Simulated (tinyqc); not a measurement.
Inputs raised by 10 %, one at a time: Rutherford backscattering from a thin compound film on silicon: kinematics, yields, composition and thickness. Computed by tinyqc, a small Python program. Command: `OMP_NUM_THREADS=1 python tinyqc.py 3024562 3024563 out.jsonl rbs sens`. One thread of a shared host (Intel(R) Xeon(R) Processor @ 2.30GHz), about 0.01 s of CPU time with the checks.

Singly charged helium ions (Z1 = 2, M1 = 4.0026 u) enter at the tilt angle a1 to the normal and leave at a2 = |180 - theta - tilt| in the same plane. The film is A B_x.

Inputs (values chosen for the exercise, modelled on a helium beam on SiGe):
```
quantity                                value           unit
beam energy E0                            1.5            MeV
scattering angle theta                    165        degrees
tilt of the sample                          0        degrees
heavy element: Z_A                         32              -
heavy element: mass M_A                  72.6              u
heavy element: stopping eps_A at 2 MeV   75.6  1e-15 eV cm^2
light element: Z_B                         14              -
light element: mass M_B                 28.09              u
light element: stopping eps_B at 2 MeV   47.7  1e-15 eV cm^2
atoms of B per atom of A, x              2.87              -
atomic density of the film               46.4         1/nm^3
film thickness d                          9.9             nm
collected charge                          9.2   microcoulomb
detector solid angle                      2.5            msr
detector resolution (FWHM)                 13            keV
```

Constants: e^2/(4 pi eps_0) = 14.39964548 eV angstrom; e = 1.602176634e-19 C.

Method:
- Kinematic factor K = [(sqrt(M^2 - M1^2 sin^2 theta) + M1 cos theta)/(M + M1)]^2.
- Surface edges lie at K E0; substrate silicon has M = 28.09 u. Mass resolution at M_A = resolution/(E0 dK/dM).
- Stopping per atom eps(E) = eps(2 MeV) (E/2 MeV)^(-0.4) (a law chosen for the exercise); Bragg rule eps_film = (eps_A + x eps_B)/(1 + x); areal density N d, with 1/nm^2 = 0.1 x 1e15/cm^2.
- Width of the signal of element i: [K_i eps(E0)/cos a1 + eps(K_i E0)/cos a2] N d; depth resolution = resolution x d/width of A; energy lost on the way in = eps(E0) N d/cos a1.
- Rutherford cross section in the laboratory frame: sigma = (Z1 Z e^2/(4 pi eps_0 4E))^2 (4/sin^4 theta) (r + cos theta)^2/r, r = sqrt(1 - (M1 sin theta/M)^2), times the screening factor 1 - 0.049 Z1 Z^(4/3)/E (E in keV); 1 angstrom^2 = 1e8 barn.
- Counts = (charge/e) x solid angle x sigma(E_mean) x areal density of the element/cos a1, E_mean = E0 - half the energy lost on the way in; 1 barn = 1e-24 cm^2. The ratio of areas returns x = (Y_B/Y_A)(sigma_A/sigma_B), with the counting error sqrt(1/Y_A + 1/Y_B).

Runs; columns: (1) input moved; (2) from; (3) to; (4) depth resolution (nm); (5) ratio of areas Y_B/Y_A; (6) mass resolution at M_A (u); (7) counting error of x without background (%):
```
(1)                                                      (2)    (3)    (4)     (5)    (6)    (7)
base run                                                   -      -  23.51  0.5335  3.595  2.643
beam energy E0 (MeV)                                     1.5   1.65  24.43  0.5332  3.268  2.907
atoms of B per atom of A, x                             2.87  3.157  23.73  0.5868  3.595  2.656
atomic density of the film (1/nm^3)                     46.4  51.04  21.38  0.5335  3.595  2.519
film thickness d (nm)                                    9.9  10.89  23.51  0.5335  3.595  2.519
light element: stopping eps_B at 2 MeV (1e-15 eV cm^2)  47.7  52.47  22.09  0.5335  3.595  2.642
detector resolution (FWHM) (keV)                          13   14.3  25.87  0.5335  3.954  2.643
```

Exponents ln(y'/y) / ln(x'/x):
```
input                                   depth resolution  ratio of areas Y_B/Y_A  mass resolution at M_A  counting error of x without background
beam energy E0                                     0.400                  -0.004                      -1                                   0.999
atoms of B per atom of A, x                        0.096                   1.000                       0                                   0.055
atomic density of the film                        -1.000                   0.000                       0                                  -0.501
film thickness d                                   0.000                   0.000                       0                                  -0.501
light element: stopping eps_B at 2 MeV            -0.655                   0.000                       0                                  -0.001
detector resolution (FWHM)                         1.000                   0.000                       1                                   0.000
```

Which inputs matter most for each result?

Among the inputs moved here: depth resolution answers most in size to atomic density of the film (exponent -1.000), and about equally to detector resolution (FWHM) (+1.000); its exponent is below 0.0005 for film thickness d. Its exponent +0.400 in beam energy E0: the chosen stopping law. Its exponent -1.000 in atomic density of the film: the method measures atoms per area, so depth needs the density. Ratio of areas Y_B/Y_A answers most in size to atoms of B per atom of A, x (exponent +1.000); its exponent is below 0.0005 for atomic density of the film, film thickness d, light element: stopping eps_B at 2 MeV, detector resolution (FWHM). Its exponent +1.000 in atoms of B per atom of A, x: areas count atoms. Its exponent 0.000 in film thickness d: both cross sections scale alike with energy. Mass resolution at M_A answers most in size to beam energy E0 (exponent -1.000), and about equally to detector resolution (FWHM) (+1.000); its exponent is below 0.0005 for atoms of B per atom of A, x, atomic density of the film, film thickness d, light element: stopping eps_B at 2 MeV. Its exponent -1.000 in beam energy E0: edges spread in proportion to E0. Counting error of x without background answers most in size to beam energy E0 (exponent +0.999), next to atomic density of the film (-0.501); its exponent is below 0.0005 for detector resolution (FWHM). Its exponent +0.999 in beam energy E0: sigma falls as 1/E^2 and the error goes as its inverse root. Its exponent -0.501 in film thickness d: counting statistics.

Caution (all rows): the silicon signal of the film merges with that of the substrate, so only the width of A can be read directly. Caution (all rows): film and substrate silicon overlap, so Y_B must be separated by a fit.

Extremes, crossings and ranges named in words are read from the listed rows.
